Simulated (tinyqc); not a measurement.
Comparisons within one model: polar nitride quantum well with polarisation fields. A value that a table varies takes the place of the one given here.

Growth along [0001]. e_par = (a_sub - a)/a, Ppz = 2 e_par (e31 - e33 C13/C33), P = Psp + Ppz in each layer; strain relaxation and the strain shift of the gaps are left out, although thick layers with more than about 1 % mismatch would relax.

In a periodic stack without free charge the potential drop over a period vanishes: F_w = (P_b - P_w) Lb/(eps0 (eps_w Lb + eps_b Lw)), F_b = -F_w Lw/Lb, eps0 = 8.8541878e-12 F/m; 1 MV/cm = 1e8 V/m = 0.01 V/angstrom.

Envelope functions on cells of 0.25 angstrom over barrier, well, barrier (widths Lb, Lw, Lb), psi = 0 beyond, psi'/m continuous (mean mass between points), c = hbar^2/2m0. With u(z) the integral of e F (F_w in the well, F_b = -F_w Lw/Lb in the barriers, 1 MV/cm = 0.01 V/angstrom), zero at the centre of the well, the electron sees u plus Vc in the barriers and the hole -u plus Vv. The transition is Eg + E_e + E_h; excitons are left out.

Constants: hbar^2/2m0 = 3.80998211 eV angstrom^2; hc = 1239.841984 eV nm.

Parameters, chosen for this exercise (near those of an InGaN well in GaN; not measured data):

| symbol | value | unit | meaning |
|---|---|---|---|
| a_w | 3.242 | angstrom | lattice constant a, well |
| a_b | 3.189 | angstrom | lattice constant a, barrier |
| a_sub | 3.189 | angstrom | in-plane lattice constant of the stack |
| Psp_w | -0.0295 | C/m^2 | spontaneous polarisation |
| Psp_b | -0.0341 | C/m^2 | spontaneous polarisation |
| e31_w | -0.334 | C/m^2 |  |
| e31_b | -0.322 | C/m^2 |  |
| e33_w | 0.673 | C/m^2 |  |
| e33_b | 0.645 | C/m^2 |  |
| C_w | 0.272 |  | C13/C33 |
| C_b | 0.27 |  | C13/C33 |
| eps_w | 11 |  | dielectric constant |
| eps_b | 10.1 |  | dielectric constant |
| Lb | 65 | angstrom | barrier width |
| Eg | 2.849 | eV | gap of the well |
| Vc | 0.402 | eV | conduction offset |
| Vv | 0.189 | eV | valence offset |
| me | 0.181 | m0 | electron, well |
| meb | 0.2 | m0 | electron, barrier |
| mh | 1.83 | m0 | hole, everywhere |
| Ls | (10, 15, 20, 25, 30, 40, 50) | angstrom | well widths |
| Lw | 15 | angstrom | well width |

## Width of the well

Field, levels and overlap anew for each width.

Results:

| Lw (angstrom) | F_w (MV/cm) | E (eV) | E without field (eV) | overlap^2 | ln overlap^2 |
|---|---|---|---|---|---|
| 10 | -1.935 | 3.1643 | 3.1946 | 0.652 | -0.43 |
| 15 | -1.822 | 3.0420 | 3.0992 | 0.549 | -0.60 |
| 20 | -1.722 | 2.9445 | 3.0360 | 0.382 | -0.96 |
| 25 | -1.632 | 2.8634 | 2.9932 | 0.231 | -1.46 |
| 30 | -1.551 | 2.7934 | 2.9633 | 0.125 | -2.08 |
| 40 | -1.411 | 2.6749 | 2.9257 | 0.0277 | -3.59 |
| 50 | -1.294 | 2.5761 | 2.9039 | 0.00453 | -5.40 |

The red shift grows from 30 to 328 meV. The line drops below Eg between 25 and 30 angstrom, which a square well can never do. Over the last two rows dE/dLw = -9.9 meV per angstrom, against -|e F_w| = -12.9 in the last row; the field itself weakens by 33 % over the table, since a wider well shares the drop with the barrier. The overlap falls by a factor 144.

## Screening the field

F_w = -1.8220 MV/cm

Carriers or a semipolar orientation reduce the field; here it is simply scaled in well and barrier.

Results:

| share of the field | F_w (MV/cm) | E (eV) | nm | overlap^2 | separation (angstrom) |
|---|---|---|---|---|---|
| 1.0 | -1.822 | 3.0420 | 407.6 | 0.55 | 7.9 |
| 0.8 | -1.458 | 3.0613 | 405.0 | 0.63 | 6.6 |
| 0.6 | -1.093 | 3.0772 | 402.9 | 0.72 | 5.2 |
| 0.4 | -0.729 | 3.0891 | 401.4 | 0.80 | 3.6 |
| 0.2 | -0.364 | 3.0966 | 400.4 | 0.85 | 1.8 |
| 0.0 | 0.000 | 3.0992 | 400.1 | 0.87 | 0.0 |

Full screening shifts the line by -7.5 nm (+57 meV). The first fifth of the screening gives 19 meV and the last fifth 3 meV; a purely quadratic shift would give a ratio of 9, a linear one 1, and here it is 7.6.

## What each parameter does

Polarisation, field, levels and overlap anew. Each row changes one parameter from the base and keeps the others.

Results:

| case | F_w (MV/cm) | E (eV) | overlap^2 | red shift (meV) |
|---|---|---|---|---|
| base | -1.822 | 3.0420 | 0.55 | 57 |
| Lw = 20 angstrom | -1.722 | 2.9445 | 0.38 | 91 |
| Lb = 50 angstrom | -1.731 | 3.0490 | 0.58 | 50 |
| a_sub = 3.179 angstrom | -1.829 | 3.0416 | 0.55 | 58 |
| Psp_b = -0.0375 C/m^2 | -2.110 | 3.0246 | 0.49 | 75 |
| e33_w = 0.74 C/m^2 | -1.872 | 3.0390 | 0.54 | 60 |
| eps_w = 12.1 | -1.683 | 3.0497 | 0.58 | 49 |
| mh = 1.28 m0 | -1.822 | 3.0549 | 0.59 | 55 |
| Vc = 0.342 eV | -1.822 | 3.0204 | 0.51 | 60 |

The largest shifts from the base row, up to three for each result and ties (the steps differ in size, so this ranks the rows, not the parameters). F_w (MV/cm): Psp_b -0.288, eps_w +0.139, Lw +0.100; unchanged at the printed digits by mh and Vc. E (eV): Lw -0.0974, Vc -0.0216, Psp_b -0.0173. overlap^2: Lw -0.167, Psp_b -0.0634, mh +0.0415; unchanged at the printed digits by a_sub. red shift (meV): Lw +34, Psp_b +17, eps_w -8.

Program tinyqc; command `OMP_NUM_THREADS=1 python tinyqc.py 1281029 1281030 out.jsonl`; about 0.03 s on one thread of a shared Intel(R) Xeon(R) Processor @ 2.30GHz.
